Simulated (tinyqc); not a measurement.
Composition of the layer: band edges of strained Si(1-x)Ge(x) on relaxed Si(1-y)Ge(y).

Values are linear in the Ge fraction but for ED(x) = linear - CD x (1 - x) and a(x) = linear - Ca x (1 - x). Energies are on the common scale of Ev.

Coherent growth on a (110) face: e_par = (a(y) - a(x))/a(x), e_perp = -(C11 + 3 C12 - 2 C44)/(C11 + C12 + 2 C44) e_par; exx = eyy = (e_par + e_perp)/2, ezz = e_par, exy = (e_perp - e_par)/2, eyz = ezx = 0.

A valley with unit axis u lies at Ev + gap + (av + a_valley) tr(e) + Xu (u.e.u - tr(e)/3); the Delta axes are x, y, z and the L axes [111], [1-1-1], [-11-1], [-1-11]. The second-order shift of the Delta valleys under shear is left out; it lowers the pair normal to the sheared plane by tens of meV at a shear of 1 %.

Valence edges: Ev plus the levels of the 6 x 6 matrix of X, Y, Z times spin with -Dso/3 + l exx + m (eyy + ezz) on the diagonal (cyclic), n exy off it, l = av + 2 b, m = av - b, n = sqrt(3) d. Spin-orbit term (Dso/3) L.sigma on X, Y, Z with (L_k)_ij = -i epsilon_kij: <X+|H|Y+> = -i Dso/3, <X+|H|Z-> = Dso/3, <Y+|H|Z-> = -i Dso/3, <Z+|H|X-> = -Dso/3, <Z+|H|Y-> = i Dso/3, <X-|H|Y-> = i Dso/3, and their conjugates; + and - are the spin along z.

Values chosen for the exercise (end members near Si and Ge, in this order; shifted at random, so the results belong to these values and not to a real crystal):
```
symbol  value           unit      meaning
a       (5.434, 5.663)  angstrom  lattice constant
Dso     (0.044, 0.289)  eV        spin-orbit splitting
av      (2.48, 1.25)    eV        valence hydrostatic potential
b       (-2.1, -2.55)   eV        tetragonal shear potential
d       (-4.74, -5.38)  eV        trigonal shear potential
C11     (164.2, 126.9)  GPa
C12     (63.8, 47.7)    GPa
C44     (79, 65.9)      GPa
Ev      (0, 0.63)       eV        top of the unstrained valence band
ED      (1.151, 0.933)  eV        gap to the Delta valleys
EL      (1.993, 0.728)  eV        gap to the L valleys
aD      (1.7, 1.38)     eV        hydrostatic potential of the Delta gap
aL      (-2.85, -2.57)  eV        hydrostatic potential of the L gap
XuD     (9.52, 9.45)    eV        uniaxial potential, Delta
XuL     (16.66, 15.62)  eV        uniaxial potential, L
CD      0.214           eV        bowing of the Delta gap
Ca      0               angstrom  bowing of the lattice constant
face    110                       growth face
y       0.52                      Ge fraction of the relaxed buffer
```

The buffer is kept. dEc = Ec(buffer) - Ec(layer), dEv = Ev(layer) - Ev(buffer); buffer edges Ev(y) and Ev(y) + min(ED, EL). The digit behind Delta or L counts whole valleys.

Results:
```
x     e_par (%)  lowest valleys  gap (eV)  next valleys above (meV)  valence splitting (meV)  dEc (eV)  dEv (eV)
0.00       2.19          Delta4     0.996                       158                      236     0.077    -0.089
0.14       1.59          Delta4     0.990                       114                      167     0.073    -0.078
0.29       0.96          Delta4     0.988                        68                       94     0.054    -0.058
0.43       0.37          Delta4     0.987                        26                       33     0.025    -0.028
0.57      -0.21          Delta2     0.951                        14                       16    -0.002     0.035
0.71      -0.78          Delta2     0.866                        54                       55    -0.015     0.134
0.86      -1.38          Delta2     0.784                        11                       88    -0.043     0.243
1.00      -1.94              L2     0.574                       144                      115     0.061     0.349
```

The gap is 0.996 eV in the first row and 0.574 eV in the last. The lowest valleys change: Delta4 to Delta2 between x = 0.43 and 0.57, Delta2 to L2 between x = 0.86 and 1.00. Per 0.1 of x the valence offset moves by +44 meV on average; the conduction offset lies between -43 and +77 meV, not monotonically. Both carriers sit on one side for x = 1.00, and on opposite sides elsewhere. Offsets below about 30 meV are within the spread of parameter sets, so those rows do not settle the type. Strains above 2 % can be kept only in layers of a few nanometres.

Program tinyqc; command `OMP_NUM_THREADS=1 python tinyqc.py 1050984 1050985 out.jsonl`; about 0.01 s on one thread of a shared Intel(R) Xeon(R) Processor @ 2.30GHz.
